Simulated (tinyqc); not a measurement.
Precursor delivery by bubblers, mass-transport growth and the solid composition of a III-V alloy: one step, computed by the program tinyqc. Command: `OMP_NUM_THREADS=1 python tinyqc.py 3022096 3022097 out.jsonl movpe_thermo walk`. One thread of a shared host (Intel(R) Xeon(R) Processor @ 2.30GHz), about 0.01 s of CPU time with the checks.

1 sccm = 44.615 micromol/min; 1 torr = 133.322 Pa. The sources decompose fully at the surface.

Problem. Bubblers. log10 p_v = a - b/T_bath; molar flow = F x 44.615 x p_v/(p_b - p_v) for a saturated bubbler.

Inputs (values chosen for the exercise, modelled on triethylgallium (source 1) and trimethylindium (source 2) for the vapour pressures):
```
quantity              value  unit
bath temperature T1     283     K
bath temperature T2     295     K
bubbler pressure p_b   1400  torr
carrier flow F1          29  sccm
carrier flow F2          98  sccm
```

constants a, b of source 1 (log10 torr, K): 8.075  2162

constants a, b of source 2 (log10 torr, K): 10.53  3014

Give: vapour pressure 1; molar flow 1; vapour pressure 2; molar flow 2.

Solution.

vapour pressure 1 = 2.7254 torr

molar flow 1 = 2.5236 micromol/min

vapour pressure 2 = 2.0561 torr

molar flow 2 = 6.4308 micromol/min

One kelvin of bath error changes flow 1 by 6.2 % and flow 2 by 8.0 %.
